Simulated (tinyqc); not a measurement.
Inside a calculation. Model: critical temperature from a phonon spectrum: McMillan, Allen-Dynes and the linearised Eliashberg equation. Computed by tinyqc, a small Python program that keeps every step. Command: `OMP_NUM_THREADS=1 python tinyqc.py 3017324 3017325 out.jsonl eliashberg walk`. One thread of a shared host (Intel(R) Xeon(R) Processor @ 2.30GHz), about 0.02 s of CPU time with the checks. Intermediate numbers are printed to about 6 digits and carried at full precision; extremes and crossings named in words are read from the listed rows.

alpha^2 F(omega) = sum_i (lambda_i omega_i/2) delta(omega - omega_i), so that lambda = 2 int alpha^2 F/omega d omega = sum_i lambda_i.

Inputs (values chosen for the exercise, for a model metal):

| quantity | value | unit |
|---|---|---|
| peak energy omega_1 | 12 | meV |
| coupling lambda_1 | 0.265 | - |
| peak energy omega_2 | 24 | meV |
| coupling lambda_2 | 0.353 | - |
| peak energy omega_3 | 47.7 | meV |
| coupling lambda_3 | 0.197 | - |
| Coulomb pseudopotential mu* | 0.1 | - |
| trial temperature | 14.8 | K |
| Matsubara points N in the small matrix | 4 | - |

Peaks in alpha^2 F: three.

Constants: k_B = 8.617333262e-05 eV/K.

## Moments of the spectrum

omega_log = exp(sum lambda_i ln omega_i / lambda); omega_rms = sqrt(sum lambda_i omega_i^2 / lambda).

lambda = 0.815

omega_log = 22.6171 meV

omega_rms = 29.0909 meV

## McMillan and Allen-Dynes

McMillan form: k_B T_c = (omega_log/1.2) exp[-1.04 (1 + lambda)/(lambda - mu* (1 + 0.62 lambda))]. Allen-Dynes multiplies it by f1 f2: f1 = [1 + (lambda/L1)^(3/2)]^(1/3), L1 = 2.46 (1 + 3.8 mu*); f2 = 1 + (omega_rms/omega_log - 1) lambda^2/(lambda^2 + L2^2), L2 = 1.82 (1 + 6.3 mu*) omega_rms/omega_log.

T_c, McMillan form = 12.7690 K

f1 = 1.03777

f2 = 1.01249

T_c, Allen-Dynes = 13.4167 K

The two corrections raise T_c by 5.1 %.

## The small kernel at the trial temperature

Linearised Eliashberg equation at omega_n = (2n + 1) pi k_B T, n = 0..N-1: lambda(j) = sum_i lambda_i omega_i^2/(omega_i^2 + (2 pi j k_B T)^2); K_mn = lambda(m - n) + lambda(m + n + 1) - 2 mu*(N) - delta_mn [2m + 1 + lambda(0) + 2 sum_(j=1..m) lambda(j)], with 1/mu*(N) = 1/mu* + ln(omega_rms/omega_N), omega_N = (2N + 1) pi k_B T. T_c is where the largest eigenvalue rho of K is zero.

lambda(j), j = 0, 1, ...: 0.815000  0.692460  0.516347  0.386161  0.295101  0.230531  0.183669  0.148891

mu*(N) = 0.102195

K, lower triangle (symmetric):
```
         1        2        3         4
1  -0.5119
2   1.0044  -4.2031
3   0.6981   0.7832  -7.3915
4   0.4769   0.5425   0.6717  -10.2454
```

## Largest eigenvalue of the small kernel

K is the kernel of the linearised Eliashberg equation on the Matsubara points omega_n = (2n + 1) pi k_B T; T_c is where its largest eigenvalue rho is zero. Diagonalise K; at rho = 0 the eigenvector c is the gap function Delta_n/omega_n up to a factor; away from it Delta_n/Delta_0 = (2n + 1) c_n/c_0 is only an estimate.

largest eigenvalue rho = -0.104777

Delta_n/Delta_0: 1.00000  0.83923  0.66199  0.49533

rho < 0: in this small matrix the trial temperature lies above T_c.

## Critical temperature from the full kernel

N is the smallest integer at or above 8 omega_max/(2 pi k_B T_AD), omega_max the highest peak and T_AD the Allen-Dynes value.

N used = 53

T_c, Eliashberg = 12.3140 K

k_B T_c/omega_log = 0.0469175

Allen-Dynes/Eliashberg = 1.08955

McMillan/Eliashberg = 1.03695

## Scaling the whole coupling

All lambda_i are multiplied by s. The last column is the large-lambda limit for mu* = 0, k_B T_c = 0.1827 omega_rms sqrt(lambda).

T_c (K):

| s | lambda | McMillan | Allen-Dynes | Eliashberg | large-lambda limit |
|---|---|---|---|---|---|
| 0.8 | 0.6520 | 7.6093 | 7.8805 | 7.0759 | 49.8020 |
| 1.0 | 0.8150 | 12.7690 | 13.4167 | 12.3140 | 55.6804 |
| 1.3 | 1.0595 | 19.9142 | 21.4406 | 20.1304 | 63.4854 |
| 1.7 | 1.3855 | 27.6508 | 30.8668 | 29.6649 | 72.5983 |
| 2.3 | 1.8745 | 36.0541 | 42.6820 | 42.1405 | 84.4435 |
| 3.2 | 2.6080 | 44.1914 | 57.2463 | 57.8887 | 99.6041 |

McMillan/Eliashberg runs from 1.08 at lambda = 0.65 to 0.76 at 2.61: the exponential form levels off at large lambda, while the true T_c keeps rising (exponent 0.96 between the last rows, tending to 1/2). Allen-Dynes stays within about 11 % over the table. The last row reaches 58 % of the mu* = 0 limit; with mu* above zero T_c stays below that line at any lambda.

## Isotope exponent

T_c ~ M^(-a). All omega_i scale as M^(-1/2) at fixed lambda, but mu* = mu/(1 + mu ln(E_F/omega)) changes: d mu*/d ln omega = mu*^2. In the McMillan form a = (1/2) [1 - 1.04 (1 + lambda)(1 + 0.62 lambda) mu*^2/(lambda - mu* (1 + 0.62 lambda))^2].

isotope exponent a = 0.467823

The Coulomb term lowers the exponent below 1/2: lighter ions raise the prefactor but also mu*.

Checks made by the program: one-point kernel at mu* = 0: rho = lambda(1) - 1 (relative difference below 1e-10); T_c against the Allen-Dynes fit (relative difference 9e-02).
